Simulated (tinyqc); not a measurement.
Worked calculation: lattice vibrations of a chain. One step of it, computed by the program tinyqc.

Question. Dynamical matrix at q = 0.24. q is in units of 2 pi/a. A spring k from atom i to atom j, n cells on, adds k to Phi_ii and Phi_jj, -k exp(2 pi i q n) to Phi_ij and the conjugate to Phi_ji (for one atom a cell: 2k (1 - cos 2 pi q n)); D_ij = Phi_ij / sqrt(m_i m_j).

A chain moving along its axis:
```
atom   mass (u)  spring to the next atom (eV/angstrom^2)
1     76.800000                                23.500000
2      2.900000                                22.900000
```

Give: D(q).

Answer.

D(q) (eV/(angstrom^2 u)):
```
                 1                2
1           0.6042  -1.6710+1.5314i
2  -1.6710-1.5314i          16.0000
```
